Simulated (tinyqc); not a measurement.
# Resistance of a source-drain extension with a graded tip, step by step

Program tinyqc, `OMP_NUM_THREADS=1 python tinyqc.py 2282209 2282210 out.jsonl`; Intel Xeon 2.30GHz, shared host, one thread, about 0.05 s. Printed values are rounded.

y runs along the channel, the gate covers y > 0. The doping is N0 for y < y0 and N0 10^(-(y - y0)/la) beyond, uniform over the depth xj. Sheet conductance s(y) = q mu(N) max(N - Nch, 0) xj + (for y > 0) ma Cox Vo, with mu(N) = u0 + (u1 - u0)/(1 + (N/Nr)^au) and Cox = eps0 eox/tox. Current is taken as one-dimensional; depletion of the tip, spreading and the contact are left out. The metallurgical junction lies at yj, where N = Nch.

Inputs (values chosen for the exercise); mobility law close to that of holes in silicon:
- eox = 3.9 (relative permittivity of the gate insulator (close to silicon dioxide))
- tox = 3 nm (insulator thickness)
- N0 = 7.5e19 cm^-3 (active doping of the extension far from the gate)
- la = 2.9 nm/decade (lateral abruptness)
- y0 = 2.3 nm (position under the gate where the fall begins (gate edge at 0))
- xj = 19 nm (depth of the extension)
- Nch = 1.3e18 cm^-3 (channel doping)
- Vo = 0.74 V (gate overdrive)
- ma = 40 cm^2/(V s) (mobility of the gate-induced layer)
- u1 = 470.5 cm^2/(V s) (mobility at low doping)
- u0 = 44.9 cm^2/(V s) (mobility at high doping)
- Nr = 2.23e17 cm^-3 (reference doping)
- au = 0.719 (exponent)
- Lg = 90 nm (gate length)

Constants: q = 1.602176634e-19 C, eps0 = 8.8541878128e-14 F/cm where lengths are in cm. Results are converted to the units shown.

## Sheet resistances and junction position

yj = y0 + la log10(N0/Nch); sheet resistance of the full extension 1/[q mu(N0)(N0 - Nch) xj] and of the gate-induced layer 1/(ma Cox Vo); metallurgical length Lg - 2 yj; ye is where the doped and the gate-induced conductances are equal.

yj = 7.40724 nm
sheet resistance of the extension = 868.985 ohm/square
sheet resistance of the induced layer = 29350.5 ohm/square
metallurgical length = 75.1855 nm
ye = 6.68845 nm
N at ye = 2.30040e18 cm^-3

The gate takes over 0.719 nm before the junction, where N is still 1.77 times the channel doping.

## Resistance of the overlapped part

Midpoint rule on 8 equal steps from 0 to yj: R_ov = sum h/s(y), per width.

```
point    y (nm)   N (cm^-3)  doped conductance (uS)  sheet resistance (ohm/square)
0      0.462953      7.5e19                 1150.77                        843.996
1       1.38886      7.5e19                 1150.77                        843.996
2       2.31476  7.41260e19                 1138.30                        852.970
3       3.24067  3.55380e19                 580.761                        1626.46
4       4.16657  1.70379e19                 301.534                        2979.69
5       5.09248  8.16841e18                 156.034                        5260.25
6       6.01838  3.91615e18                 74.0596                        9248.08
7       6.94429  1.87751e18                 21.1910                        18095.7
```

R_ov = 36.806 ohm um

The exact integral is 37.992 ohm um; the coarse sum is 3.1 % below it.
